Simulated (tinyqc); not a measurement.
Worked calculation: two-dimensional electron gas with Rashba and Dresselhaus coupling. Values are carried at full precision from step to step, so a last printed digit may differ when a step is redone from the rounded ones.

H = c k^2/m + al (ky sx - kx sy) + b1 (kx sx - ky sy) + gam kx ky (kx sy - ky sx), s the Pauli matrices, x = [100], c = hbar^2/2m0, b1 = gam (pi/L)^2 (hard walls). H = c k^2/m + B.s, so E = c k^2/m -/+ |B| and the lower state has its spin along -B.

Constants: hbar^2/2m0 = 3.80998211 eV angstrom^2; hbar = 6.58211957e-16 eV s.

Parameters, chosen for this exercise (of the size met in InSb; shifted at random, so the results belong to these values and not to a real crystal): m = 0.0129 m0 (mass); al = 0.24 eV angstrom (Rashba constant); gam = 329.3 eV angstrom^3 (bulk Dresselhaus constant); L = 220 angstrom (width of the (001) well); n = 8.3 1e11/cm^2 (sheet density (one subband filled)); phi = 60 degrees (angle of k from [100]).

## Scales

b1; mean Fermi wave vector k0 = sqrt(2 pi n) (1e11/cm^2 = 1e-5/angstrom^2); E0 = c k0^2/m; b3 = gam k0^2/4; kR = al m/(2c) and ER = al kR/2, the shift and depth of a pure Rashba band.

b1 = 0.06715 eV angstrom
k0 = 0.02284 1/angstrom
E0 = 154.025 meV
b3 = 0.04293 eV angstrom
kR = 0.0004063 1/angstrom
ER = 0.04876 meV

The ratio al/(b1 - b3) is 9.91; kR is 1.8 % of k0.

## Spin-orbit field at one point of the Fermi circle

k = k0 (cos phi, sin phi). Form B, the splitting 2|B| and the direction of the lower spin, atan2(-By, -Bx).

Bx, By (meV): 4.0426  -3.2193

splitting = 10.3356 meV
direction of the lower spin = 141.5 degrees

## The matrix

H = [[E0, Bx - i By], [Bx + i By, E0]] in meV; diagonalise. Precession period h/(2|B|) = 2 pi hbar/(splitting).

H (meV):
```
                  up            down
up          154.0250  4.0426+3.2193i
down  4.0426-3.2193i        154.0250
```

levels (meV): 148.8572  159.1928

period = 0.400 ps

## The two wave vectors at the energy E0 along this direction

Solve c k^2/m -/+ |B(k)| = E0. The spin turns by (k_outer - k_inner) per length, so a half turn takes pi/(difference).

k (1/angstrom): outer 0.023219, inner 0.022452

difference = 0.0007660 1/angstrom
length of a half turn = 410.1 nm

For linear terms alone the difference is (m/c)|B|/k, whatever the energy: every electron along this direction turns alike, the basis of the spin transistor. The cubic term makes it depend on density.

## Checks

- Difference of the Fermi wave vectors without Dresselhaus terms against al m/c: both 0.00081260.

tinyqc: `OMP_NUM_THREADS=1 python tinyqc.py 1451184 1451185 out.jsonl`; about 0.01 s, one thread, shared Intel(R) Xeon(R) Processor @ 2.30GHz.
